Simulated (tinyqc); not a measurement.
Inside a calculation: virtual-crystal alloy in the empirical-pseudopotential method. Values are carried at full precision from step to step, so a last printed digit may differ when a step is redone from the rounded ones.

Virtual crystal A(1-x)B(x): a = (1 - x) a_A + x a_B. Rule linear: V = (1 - x) V_A + x V_B. Rule volume: V = [(1 - x) a_A^3 V_A + x a_B^3 V_B]/a^3, since a form factor is an atomic potential divided by the cell volume.

Constants: hbar^2/2m0 = 3.80998211 eV angstrom^2; Ry = 13.60569312 eV.

Values chosen for the exercise (classic local form factors of the size used for Si (A) and Ge (B), which place X and L only to a few tenths of an eV; the results hold for these values, not for the real material): a = (5.437, 5.659) angstrom (lattice constants of A, B); VSA = (-0.214, 0.04, 0.078) Ry (symmetric form factors of A); VAA = (0, 0, 0) Ry (antisymmetric form factors of A); VSB = (-0.229, 0.009, 0.059) Ry (symmetric form factors of B); VAB = (0, 0, 0) Ry (antisymmetric form factors of B); rule = linear (mixing rule); x = 0.54 (fraction of B).

## The virtual crystal

Form a, the two weights and the form factors.

a = 5.5569 angstrom

weights of A and B: 0.46000  0.54000

VS at 3, 8, 11 (Ry): -0.22210  0.02326  0.06774

VA at 3, 4, 11 (Ry): 0.00000  0.00000  0.00000

## The six lowest plane waves at X

Empirical pseudopotential on the fcc lattice, atoms at +/- tau, tau = a (1,1,1)/8, no spin-orbit coupling. H(G,G') = c (2 pi/a)^2 |k + G|^2 delta + VS(q) cos(q.tau) + i VA(q) sin(q.tau), q = G - G', c = hbar^2/2m0; k and G in units of 2 pi/a; VS at |q|^2 = 3, 8, 11 and VA at 3, 4, 11, in rydberg, zero elsewhere. At each k the basis holds all G with |k + G|^2 up to 16; energies are counted from the fourth level at Gamma.

k = (1,0,0) with the small basis G = (0,0,0), (-2,0,0), (-1,1,1), (-1,-1,-1), (-1,1,-1), (-1,-1,1) in place of the full one.

H in this small basis (eV):
```
           000    -200  -1+1+1  -1-1-1  -1+1-1  -1-1+1
000      4.871       0  -2.137   2.137  -2.137  -2.137
-200         0   4.871   2.137  -2.137  -2.137  -2.137
-1+1+1  -2.137   2.137   9.742  -0.316       0       0
-1-1-1   2.137  -2.137  -0.316   9.742       0       0
-1+1-1  -2.137  -2.137       0       0   9.742   0.316
-1-1+1  -2.137  -2.137       0       0   0.316   9.742
```

## Levels in the small basis

Diagonalise; the gap between the fourth and fifth level is a first estimate of the direct gap at X.

levels (absolute scale of H) (eV): 2.466  2.466  9.426  9.426  12.464  12.464

gap = 3.038 eV

The full basis gives 3.821 eV for this gap.

## The lowest conduction band along Gamma-X and at L

Full basis at each k.

Levels (eV):

| k | band 3 | band 4 | band 5 | band 6 |
|---|---|---|---|---|
| L | -1.186 | -1.186 | 1.319 | 4.063 |
| (0.00,0,0) | 0.000 | 0.000 | 2.407 | 3.405 |
| (0.20,0,0) | -0.511 | -0.511 | 2.827 | 3.583 |
| (0.40,0,0) | -1.392 | -1.392 | 1.898 | 4.098 |
| (0.60,0,0) | -2.158 | -2.158 | 1.207 | 2.748 |
| (0.70,0,0) | -2.431 | -2.431 | 1.002 | 2.139 |
| (0.80,0,0) | -2.627 | -2.627 | 0.904 | 1.650 |
| (0.85,0,0) | -2.692 | -2.692 | 0.894 | 1.455 |
| (0.90,0,0) | -2.742 | -2.742 | 0.913 | 1.285 |
| (1.00,0,0) | -2.782 | -2.782 | 1.039 | 1.039 |

On these points band 5 is lowest at (0.85,0,0), 0.894 eV above the valence top: in this model the gap is indirect, by a margin of 1513 meV.

## Checks

- Fifth band at (0.85,0,0) against the equivalent point (0,0,-0.85), on the absolute scale of H (eV): both 10.8783.

Program tinyqc; command `OMP_NUM_THREADS=1 python tinyqc.py 1050357 1050358 out.jsonl`; about 0.2 s on one thread of a shared Intel(R) Xeon(R) Processor @ 2.30GHz.
